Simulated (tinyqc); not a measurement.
Transfer curve: field-effect mobility of a thin-film transistor with band-tail and deep states (multiple trapping). Computed by tinyqc, a small Python program. Command: `OMP_NUM_THREADS=1 python tinyqc.py 3018327 3018328 out.jsonl tft walk`. One thread of a shared host (Intel(R) Xeon(R) Processor @ 2.30GHz), about 0.08 s of CPU time with the checks.

A thick film in accumulation at small drain voltage. Only free electrons move; trapped ones still screen the gate. N_c and mu_0 are held fixed when T changes, leaving out the T^(3/2) growth of N_c. x = E_0 - psi is the distance of the Fermi level below the band edge.

Inputs (values chosen for the exercise, modelled on amorphous silicon): permittivity eps = 11.8; effective density of states N_c = 1.8e+20 1/cm^3; band mobility mu_0 = 8.2 cm^2/(V s); tail density at the edge g_t = 4.5e+21 1/(eV cm^3); tail width E_t = 36 meV; deep-state density g_d = 4.3e+16 1/(eV cm^3); flat-band Fermi level below the edge, E_0 = 0.43 eV; equivalent oxide thickness t = 14 nm; temperature T = 300 K.

Deep states: included.

Constants: k_B = 8.617333262e-05 eV/K; e = 1.602176634e-19 C; eps_0 = 8.8541878128e-12 F/m.

Method:
- F_j(eta) = int_0^infinity x^j/(1 + exp(x - eta)) dx, without a gamma-function factor.
- Integrals over x = E/(k_B T) use 160 Gauss-Legendre points in u = sqrt(x) from 0 to sqrt(max(eta, 0) + 32).
- Free n(x) = N_c (2/sqrt(pi)) F_1/2(-x/k_B T), with F_1/2 from its two-term series in exp(-x/k_B T) for x >= 12 k_B T; tail n_t(x) = int_0^1.2eV g_t exp(-E/E_t)/(1 + exp((x - E)/k_B T)) dE, E counted down from the edge, 120 Gauss-Legendre points; deep charge g_d psi; space charge rho(psi) = n + n_t + g_d psi less its value at psi = 0.
- Poisson: F(psi) = sqrt((2 e/(eps eps_0)) int_0^psi rho dpsi'); V_G - V_FB = psi_s + eps F(psi_s) t/3.9; free sheet density N_f = int (n - n(E_0))/F dpsi; induced sheet density N_i = eps eps_0 F(psi_s)/e; trapezoid rule on 301 even points in psi, the first interval left out of N_f.
- mu_eff = mu_0 N_f/N_i; field-effect mobility mu_FE = mu_0 e (dN_f/dV_G)/C_ox and swing S = dV_G/dlog10(N_f), by a central difference of +/- 2 mV in psi_s; C_ox = 3.9 eps_0/t.

Against the band bending:
```
psi_s (V)  V_G - V_FB (V)  N_f (1/cm^2)  mu_eff (cm^2/(V s))  mu_FE (cm^2/(V s))  S (mV/decade)
0.15                0.345    3.1551e+09               0.0861              0.1088            356
0.21                0.659    1.3799e+10               0.1636              0.2543            666
0.27                1.287    6.1469e+10               0.3220              0.5560           1356
0.31                2.049    1.6761e+11               0.5135              0.9308           2209
0.34                2.922    3.5670e+11               0.7358              1.3801           3171
0.38                4.691    9.7509e+11               1.2049              2.3596           5070
0.41                6.635    2.0401e+12               1.7457              3.4729           7207
0.44                9.246    4.0765e+12               2.4657              4.7790          10463
0.47               12.607    7.4806e+12               3.2829              5.9102          15523
```

The steepest swing among the rows is 356 mV/decade. mu_eff climbs from 0.086 to 3.3, 40 % of mu_0 in the last row. Between rows 6 and 7 N_f scales as (V_G - V_FB - psi_s)^2.01; an exponential tail holding all the charge would give the larger of 1 and 2 E_t/k_B T - 1, here 1.79, and free charge alone 1; charge in deep states makes the exponent larger and lets it vary with V_G. The last row needs an oxide field above 5 MV/cm, near or beyond breakdown.
